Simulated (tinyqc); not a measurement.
Inside a calculation: Fermi-Dirac statistics of conduction electrons. Values are carried at full precision from step to step, so a last printed digit may differ when a step is redone from the rounded ones.

Constants: hbar^2/2m0 = 3.80998211 eV angstrom^2; kB = 8.617333262e-05 eV/K; e^2/(4 pi eps0) = 14.39964547 eV angstrom.

Values chosen for the exercise (near those of Ge, lowest valleys alone; shifted at random, so the results belong to these values and not to a real crystal):
```
symbol  value    unit    meaning
m       0.5479   m0      density-of-states mass of the conduction band
T       300      K
n       5.7e+17  1/cm^3  electron density
eps     15.9             static dielectric constant
alpha   0.66     1/eV    non-parabolicity
```

## Reduced density

N = 2 (m kB T/(4 pi c))^(3/2) with c = hbar^2/2m0, in 1/angstrom^3; times 1e24 for 1/cm^3; u = n/Nc.

kT = 0.025852 eV
Nc = 1.0177e+19 1/cm^3
u = n/Nc = 0.056008

## Reduced Fermi level by five rules

F_j(eta) = (1/Gamma(j + 1)) integral_0^infinity x^j dx/(1 + exp(x - eta)), which tends to exp(eta) for eta << 0.

With u = n/Nc: Boltzmann eta = ln u; Joyce-Dixon eta = ln u + u/sqrt(8) - 4.95009e-3 u^2 + 1.48386e-4 u^3 - 4.42563e-6 u^4; Nilsson eta = ln u/(1 - u^2) + v/(1 + (0.24 + 1.08 v)^-2) with v = (3 sqrt(pi) u/4)^(2/3); fully degenerate limit eta = v; exact: F_1/2(eta) = u.

Find eta = (EF - Ec)/kT by each rule.

eta: Boltzmann -2.882, Joyce-Dixon -2.862, Nilsson -2.864, degenerate 0.177, exact -2.862

Against the exact value the errors are Boltzmann -0.020, Joyce-Dixon 0.000, Nilsson -0.001, degenerate limit +3.039 (in kT).

## Exact eta by Newton steps

Solve ln F_1/2(eta) = ln u from the Boltzmann value; dF_1/2/d eta = F_-1/2, so the step is -ln(F_1/2/u) F_1/2/F_-1/2. Stop below 1e-9.

Newton steps:
```
step        eta      F_1/2     F_-1/2  step taken
1     -2.882259  0.0549317  0.0538867      0.0198
2     -2.862476  0.0560079  0.0549221    3.67e-06
3     -2.862472  0.0560081  0.0549222    1.28e-13
```

Converged in 3 steps.

## Mean energy, Einstein relation and screening

eta = -2.86247

Mean kinetic energy <E> = (3/2) kT F_3/2/F_1/2; D/mu = (kT/e) F_1/2/F_-1/2; dn/dEF = (Nc/kT) F_-1/2; screening length L = (4 pi (e^2/(4 pi eps0)) (dn/dEF)/eps)^(-1/2), with dn/dEF in 1/(angstrom^3 eV) (1/cm^3 = 1e-24/angstrom^3).

F_-1/2, F_1/2, F_3/2: 0.05492  0.05601  0.05656

<E> = 39.16 meV
D/mu = 26.36 mV
dn/dEF = 2.162e+19 1/(cm^3 eV)
L = 63.75 angstrom

The gas is nearly non-degenerate. D/mu is 1.020 times kT/e and <E> is 1.010 times (3/2) kT; the Debye formula, with n/kT in place of dn/dEF, would give L = 63.13 angstrom.

## Fermi level in the non-parabolic band

Non-parabolic band E (1 + alpha E) = c k^2/m: n = Nc (2/sqrt(pi)) integral_0^infinity sqrt(x (1 + a x)) (1 + 2 a x) dx/(1 + exp(x - eta)) with a = alpha kT and eta = (EF - Ec)/kT; a = 0 gives n = Nc F_1/2(eta).

Solve for eta at the same n.

a = 0.01706
eta = -2.927
EF - Ec = -75.67 meV

The extra states lower EF by 1.67 meV against the parabolic band.

## Checks

- Non-parabolic integral at a = 0 against F_1/2(2): both 2.823721.
- F_1/2(40) against the Sommerfeld form (4/(3 sqrt(pi))) eta^(3/2) (1 + pi^2/(8 eta^2)): both 190.45.

tinyqc: `OMP_NUM_THREADS=1 python tinyqc.py 1650577 1650578 out.jsonl`; about 0.01 s, one thread, shared Intel(R) Xeon(R) Processor @ 2.30GHz.
